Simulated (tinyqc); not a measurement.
# n-type polysilicon, carrier trapping at grain boundaries, step by step

Computed by the program tinyqc: `OMP_NUM_THREADS=1 python tinyqc.py 2830174 2830175 out.jsonl`, one thread of a shared Intel Xeon 2.30GHz, about 0.01 s for the whole run. Printed values are rounded.

One-dimensional grains of size Lg, uniform ionised doping N, monovalent traps Qt at each boundary at a depth Et below (for electrons) or above (for holes) the band edge there, abrupt depletion of width W on each side of a boundary, Boltzmann statistics. xi is the distance from the band edge at the grain centre to the Fermi level. Trapped charge Qt/(1 + exp((xi + VB - Et)/Vt)) = 2 N W, barrier VB = q N W^2/(2 eps0 eps_r).

Inputs (values chosen for the exercise); values of the order met in polycrystalline silicon: temperature T = 400 K; relative permittivity eps_r = 11.7; conduction-band density of states at T NB = 4.31e19 cm^-3; grain size Lg = 130 nm; trap density of a grain boundary Qt = 2.6e12 cm^-2; depth of the trap level from the majority band edge at the boundary Et = 0.32 eV; mass for thermionic emission ms = 0.39 m0; correction factor of the emission rate fe = 0.25; mobility inside the grains mug = 210 cm^2/(V s); doping N = 2.2e17 cm^-3.

Constants: q = 1.602176634e-19 C, kB = 1.380649e-23 J/K, m0 = 9.1093837015e-31 kg, Vt = kB T/q, eps0 = 8.8541878128e-14 F/cm where lengths are in cm. Results are converted to the units shown.

## Starting value

W = 35 nm.

W at the start = 35 nm

## Iteration 1: new W

Partly depleted grain, xi = Vt ln(NB/N): f = 1/(1 + exp((xi + VB - Et)/Vt)), g = Qt f - 2 N W, g' = -2 Qt f (1 - f) VB/(W Vt) - 2 N, W(new) = W - g/g'.

VB = 0.208403 V
f = 0.115058
g = -1.24085e12 cm^-2
g' = -1.35462e11 cm^-2/nm
W after iteration 1 = 25.8398 nm

## Iteration 2: new W

As before.

VB = 0.113592 V
f = 0.670514
g = 6.06382e11 cm^-2
g' = -1.90512e11 cm^-2/nm
W after iteration 2 = 29.0227 nm

## Course of the iteration

Stop when the step is below 1e-10 nm, or after 40 iterations.

Course of the iteration:

| iteration | W before the step (nm) | step (nm) |
|---|---|---|
| 1 | 35 | -9.16 |
| 2 | 25.8398 | 3.18 |
| 3 | 29.0227 | -0.328 |
| 4 | 28.6946 | -7.62e-4 |
| 5 | 28.6939 | -6.25e-9 |
| 6 | 28.6939 | < 1e-12 |

Converged in 6 iterations.

## Depletion width, Fermi level and barrier

If the trap equation with xi = Vt ln(NB/N) has a root W < Lg/2, the grain is partly depleted; otherwise W = Lg/2 and the trap equation gives xi = Et - VB + Vt ln(Qt/(N Lg) - 1). N* = Qt/Lg.

N* = 2e17 cm^-3
W = 28.6939 nm
xi = 0.181917 V
VB = 0.140070 V
share of traps filled = 0.485588

N is 1.10 N*, and the grain is partly depleted; VB = 4.06 Vt.

## Resistivity and effective mobility

n0 = NB exp(-xi/Vt); mean density n0 (1 - 2 W/Lg) by charge balance in a partly depleted grain, and n0 (sqrt(pi)/2) erf(u)/u with u = sqrt(VB/Vt) in a fully depleted one; v = sqrt(kB T/(2 pi ms m0)); barrier resistivity Vt exp(VB/Vt)/(q fe n0 v Lg); grain resistivity (1 - 2 W/Lg)/(q n0 mug); effective mobility 1/(q mean density total resistivity).

n0 = 2.2e17 cm^-3
mean density = 1.22882e17 cm^-3
v = 4.97399e6 cm/s
barrier resistivity = 3.51983 ohm cm
grain resistivity = 0.0754596 ohm cm
resistivity = 3.59529 ohm cm
effective mobility = 14.1275 cm^2/(V s)

The resistivity is 26.6 times that of a single crystal with the same N and mobility mug, and the mean density is 55.9 % of N.
